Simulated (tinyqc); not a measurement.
MOS inversion layer, Poisson-Schroedinger loop: effect of the temperature.

Electrons confined at an insulator interface at z = 0, treated as a hard wall; parabolic valleys, Hartree approximation, no image or exchange terms. The depletion charge lies far deeper than the electrons and gives a uniform field q Nd/(eps0 eps_r); the gate balances all charge. Energies are counted from the band edge at the interface.

Schroedinger equation -(C/mz) psi'' + (V0 + U) psi = E psi, C = hbar^2/(2 m0), psi(0) = 0, on a uniform mesh of 800 nodes with a far wall at 15 nm, 8 levels a set; V0 = q Nd z/(eps0 eps_r); dU/dz = q (Ns - integral of n from 0 to z)/(eps0 eps_r), U(0) = 0; N_k = g md m0 q Vt/(pi hbar^2) ln(1 + exp((EF - E_k)/Vt)), g the number of valleys of the set, sum N_k = Ns. Triangular well: E_k = a_k (C F^2/mz)^(1/3), a_1 = 2.338107, a_2 = 4.087949, C = hbar^2/(2 m0), F in eV/nm. Fang-Howard (all electrons in the lowest level of set A): b^3 = 6 (mz1/C) q (Nd + 11 Ns/32)/(eps0 eps_r), centroid 3/b, level C b^2/(4 mz1) + (3/b) q (Nd + 11 Ns/16)/(eps0 eps_r). The centroid adds 3.9 z_av/eps_r to an oxide-equivalent thickness. Shares under 0.0001 % are printed as 0.

Values chosen for this exercise; masses and permittivity close to those of 4H silicon carbide (0001): relative permittivity eps_r = 9.84; mass along z of valley set A (3 valley(s)) mz1 = 0.333 m0; in-plane density-of-states mass of set A md1 = 0.422 m0; sheet density of electrons Ns = 1.8e12 cm^-2; sheet density of depletion charge Nd = 2.8e12 cm^-2.

Constants: q = 1.602176634e-19 C, kB = 1.380649e-23 J/K, hbar = 1.054571817e-34 J s, m0 = 9.1093837015e-31 kg, Vt = kB T/q, eps0 = 8.8541878128e-14 F/cm where lengths are in cm, hbar^2/(2 m0) = 0.0380998212 eV nm^2. Results are converted to the units shown.

The same in every row: Fang-Howard centroid (nm) = 2.02.

Effect of the temperature:

| T (K) | A1 (meV) | A2 (meV) | EF (meV) | share of A1 (%) | share of A2 (%) | centroid z_av (nm) | added oxide equivalent (nm) |
|---|---|---|---|---|---|---|---|
| 20 | 205 | 330 | 208 | 100 | 0 | 1.89 | 0.751 |
| 50 | 205 | 330 | 205 | 100 | 0 | 1.89 | 0.751 |
| 77 | 205 | 330 | 202 | 100 | 0 | 1.89 | 0.751 |
| 120 | 205 | 330 | 195 | 100 | 6.35e-4 | 1.89 | 0.751 |
| 200 | 205 | 330 | 178 | 99.9 | 0.0759 | 1.90 | 0.751 |
| 300 | 205 | 330 | 154 | 99.2 | 0.819 | 1.91 | 0.756 |
| 400 | 205 | 331 | 126 | 97.2 | 2.63 | 1.94 | 0.768 |
| 500 | 205 | 332 | 94.8 | 94.2 | 5.15 | 1.99 | 0.788 |

What does the table show?

As T goes from 20 to 500, A1 stays near 205 meV, the share of A1 falls from 100 to 94.2 % and the centroid rises from 1.89 to 1.99 nm. EF lies more than 2 meV above A1 for T = 20. The Fang-Howard centroid is 6.4 % above the full one in the first row, where A1 holds 100 %, and 1.4 % above it in the last, where A1 holds 94.2 %.

Program tinyqc, `OMP_NUM_THREADS=1 python tinyqc.py 2160046 2160047 out.jsonl`; Intel Xeon 2.30GHz, shared host, one thread, about 0.4 s.
